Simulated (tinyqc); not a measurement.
Phonon-assisted absorption at an indirect gap, step by step. Values are carried at full precision from step to step, so a last printed digit may differ when a step is redone from the rounded ones.

alpha(E) = sum_j A_j [N_j (E - Eg + w_j)^2 + (N_j + 1)(E - Eg - w_j)^2], each bracket counted only where its base is positive; N_j = 1/(exp(w_j/kB T) - 1). The first term absorbs a phonon and the second emits one; excitons and direct transitions are left out.

Constants: kB = 8.617333262e-05 eV/K.

Values chosen for the exercise (loosely those of AlAs at room temperature; Eg is not tied to T; the results hold for these values, not for the real material):
- Eg = 2.188 eV (indirect gap, held fixed unless listed)
- w = (43.7, 12.6) meV (two zone-edge phonons)
- A = (4800, 470) 1/(cm eV^2) (their strengths)
- T = 500 K
- E = 2.399 eV (photon energy)
- nr = 3.04 (refractive index)
- d = 12 micrometre (thickness)
- xj = 0.062 micrometre (dead layer at the surface)
- W = 16 micrometre (depleted width)
- L = 160 micrometre (minority diffusion length below it)

## The four branches at one energy

Evaluate the occupations and each term.

N_j: [0.5691, 2.944]

terms with phonon absorption (1/cm): [177.2, 69.18]

terms with phonon emission (1/cm): [210.8, 72.96]

alpha = 530.1 1/cm
wavelength hc/E (hc = 1239.841984 eV nm) = 516.8 nm

Phonon absorption supplies 46.5 % of alpha; the depth 1/alpha is 18.9 micrometre.

## What a slab does with it

Slab of thickness d in air, incoherent passes: R = ((nr - 1)/(nr + 1))^2, x = exp(-alpha d); transmitted Tr = (1 - R)^2 x/(1 - R^2 x^2), reflected Rt = R + (1 - R)^2 R x^2/(1 - R^2 x^2), absorbed Ab = (1 - R)(1 - x)/(1 - R x).

d in cm is 1e-4 times the value in micrometres.

R = 0.2550
x = 0.5293
Tr = 0.2993
Rt = 0.2954
Ab = 0.4054

A single pass would absorb (1 - R)(1 - x) = 0.3507; the back face adds 0.0547.

## Quantum efficiency of a diode

Photodiode (Gaertner form with a dead layer): QE = (1 - R) exp(-alpha xj) [1 - exp(-alpha W)/(1 + alpha L)], R = ((nr - 1)/(nr + 1))^2; responsivity = QE/E in A/W for E in eV.

Evaluate the factors; 1 micrometre = 1e-4 cm.

passes the dead layer = 0.9967
collected share = 0.9548
QE = 0.7090
responsivity = 0.2956 A/W

Without diffusion from below the collected share would be 0.5718.

## Checks

- Tr + Rt + Ab against 1: both 1.000000.

Run: tinyqc, `OMP_NUM_THREADS=1 python tinyqc.py 1650309 1650310 out.jsonl`; Intel(R) Xeon(R) Processor @ 2.30GHz, one thread, shared host; about 0.01 s of CPU time with all checks.
